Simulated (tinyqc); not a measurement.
# Joule-heated wire on a substrate, fin equation: effects of single changes

A wire of length L loses heat along itself to two contacts and sideways to the substrate: kap A theta'' - g theta + p = 0 with theta = T - T0 and p = p0. The ends are held at T0. Constant conductivity, diffusive heat flow.

Parameters, values chosen for the exercise: conductivity along the wire kap = 220 W/(m K); cross-section A = 890 nm^2; conductance per length to the substrate g = 0.12 W/(m K); length between the contacts L = 4200 nm; thermal resistance of each contact Rc = 0 K/uW; heating per length p0 = 0.024 uW/nm.

Each table varies one quantity; the others keep the values above.

## Effect of the conductivity along the wire

The equation is solved on 800 equal steps and the peak is the largest node value. LH = sqrt(kap A/g); the share is the integral of g theta over that of p.

Effect of the conductivity along the wire:

| kap (W/(m K)) | LH (nm) | L/LH | peak theta (K) | peak/(p0/g) | share to the substrate (%) |
|---|---|---|---|---|---|
| 22 | 403.9 | 10.40 | 197.8 | 0.9890 | 80.77 |
| 47 | 590.4 | 7.114 | 188.6 | 0.9430 | 71.93 |
| 100 | 861.2 | 4.877 | 165.3 | 0.8267 | 59.61 |
| 220 | 1277 | 3.288 | 125.5 | 0.6275 | 43.55 |
| 470 | 1867 | 2.250 | 82.50 | 0.4125 | 28.05 |
| 1000 | 2723 | 1.542 | 47.60 | 0.2380 | 16.02 |
| 2200 | 4039 | 1.040 | 24.29 | 0.1214 | 8.131 |

What does the table show?

As kap goes from 22 to 2200 W/(m K), the peak theta falls from 198 to 24.3 K and the share of heat to the substrate falls from 80.8 to 8.13 %; L/LH goes from 10 to 1.0. Where L/LH is smallest the peak reaches 0.12 of p0/g, where it is largest 0.99: contacts cool the wire only within a few healing lengths.

## Effect of the cross-section

Same model as above.

Effect of the cross-section:

| A (nm^2) | LH (nm) | L/LH | peak theta (K) | peak/(p0/g) | share to the substrate (%) |
|---|---|---|---|---|---|
| 110 | 449.1 | 9.353 | 196.3 | 0.9814 | 78.62 |
| 220 | 635.1 | 6.613 | 185.4 | 0.9268 | 69.84 |
| 440 | 898.1 | 4.676 | 161.8 | 0.8088 | 58.02 |
| 890 | 1277 | 3.288 | 125.5 | 0.6275 | 43.55 |
| 1800 | 1817 | 2.312 | 85.45 | 0.4273 | 29.09 |
| 3600 | 2569 | 1.635 | 52.19 | 0.2610 | 17.59 |
| 7100 | 3608 | 1.164 | 29.68 | 0.1484 | 9.947 |

As A goes from 110 to 7100 nm^2, the peak theta falls from 196 to 29.7 K and the share of heat to the substrate falls from 78.6 to 9.95 %; L/LH goes from 9.4 to 1.2. Where L/LH is smallest the peak reaches 0.15 of p0/g, where it is largest 0.98: contacts cool the wire only within a few healing lengths.

## Effect of the conductance per length to the substrate

Same model as above.

Effect of the conductance per length to the substrate:

| g (W/(m K)) | LH (nm) | L/LH | peak theta (K) | peak/(p0/g) | share to the substrate (%) |
|---|---|---|---|---|---|
| 0.012 | 4039 | 1.040 | 242.9 | 0.1214 | 8.131 |
| 0.026 | 2744 | 1.530 | 217.0 | 0.2351 | 15.82 |
| 0.056 | 1870 | 2.246 | 176.4 | 0.4117 | 28.00 |
| 0.12 | 1277 | 3.288 | 125.5 | 0.6275 | 43.55 |
| 0.26 | 867.8 | 4.840 | 76.02 | 0.8235 | 59.32 |
| 0.56 | 591.3 | 7.103 | 40.40 | 0.9427 | 71.89 |
| 1.2 | 403.9 | 10.40 | 19.78 | 0.9890 | 80.77 |

As g goes from 0.012 to 1.2 W/(m K), the peak theta falls from 243 to 19.8 K and the share of heat to the substrate rises from 8.13 to 80.8 %; L/LH goes from 1.0 to 10. Where L/LH is smallest the peak reaches 0.12 of p0/g, where it is largest 0.99: contacts cool the wire only within a few healing lengths. For g = 0.012 to 0.026 W/(m K) the rise passes 200 K, so constant kap and g are doubtful.

tinyqc, about 0.01 s, one thread, Intel Xeon 2.30GHz (shared host): `OMP_NUM_THREADS=1 python tinyqc.py 2520136 2520137 out.jsonl`
